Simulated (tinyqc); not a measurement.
# Changing the valley separation dE

Model: two-valley model of the transferred-electron effect. Computed by tinyqc, a small Python program. Command: `OMP_NUM_THREADS=1 python tinyqc.py 3008083 3008084 out.jsonl gunn sweep`. One thread of a shared host (Intel(R) Xeon(R) Processor @ 2.30GHz), about 0.02 s of CPU time with the checks.

Both kinds of valley share one electron temperature T_e, and each has a constant mobility.

Inputs (values chosen for the exercise, modelled on GaN):
```
quantity                       value        unit
central-valley mass m1           0.2         m_0
satellite-valley mass m2        0.44         m_0
satellite valleys Z                6           -
central-valley mobility mu1     1000  cm^2/(V s)
satellite-valley mobility mu2     64  cm^2/(V s)
energy relaxation time tau_E   0.094          ps
lattice temperature T            300           K
```

Solver: bisection.

Constants: k_B = 8.617333262e-05 eV/K.

Method. Density-of-states ratio R = Z (m2/m1)^(3/2); n2/n1 = R exp(-dE/(k_B T_e)); mean mobility mu = (mu1 + mu2 n2/n1)/(1 + n2/n1); energy balance e mu F^2 = (3/2) k_B (T_e - T)/tau_E; v = mu F. Using T_e as the parameter, F(T_e) = sqrt(3 k_B (T_e - T)/(2 e mu tau_E)) and v = mu F; find the first maximum and the next minimum of v, and the most negative dv/dF between them.

One run for each value; columns: (1) valley separation dE (eV); (2) threshold field (kV/cm); (3) peak velocity (1e7 cm/s); (4) peak-to-valley ratio; (5) T_e at the threshold (K):
```
(1)      (2)     (3)     (4)     (5)
0.30   50.71  2.5245  1.0029  1230.9
0.40   51.79  3.0412  1.0192  1445.3
0.53   56.96  3.6159  1.0350  1797.9
0.71   64.44  4.2927  1.0486  2311.6
0.95   73.65  5.0596  1.0592  3009.8
1.30   85.54  6.0072  1.0678  4036.7
1.70   97.46  6.9345  1.0734  5214.8
2.20  110.62  7.9435  1.0776  6690.2
3.00  128.95  9.3341  1.0814  9053.2
```

Over the rows, threshold field (kV/cm) rises from 50.7 to 129 (exponent d ln y / d ln x 0.073 between the first rows and 0.49 between the last); peak velocity (1e7 cm/s) rises from 2.52 to 9.33 (exponent d ln y / d ln x 0.65 between the first rows and 0.52 between the last); peak-to-valley ratio rises from 1.00 to 1.08 (exponent d ln y / d ln x 0.056 between the first rows and 0.011 between the last).

Caution (rows 0.950, 1.30, 1.70, 2.20, 3.00): T_e at the threshold exceeds 3000 K, outside the range of a Maxwellian in parabolic valleys.

Extremes, crossings and ranges named in words are read from the listed rows.
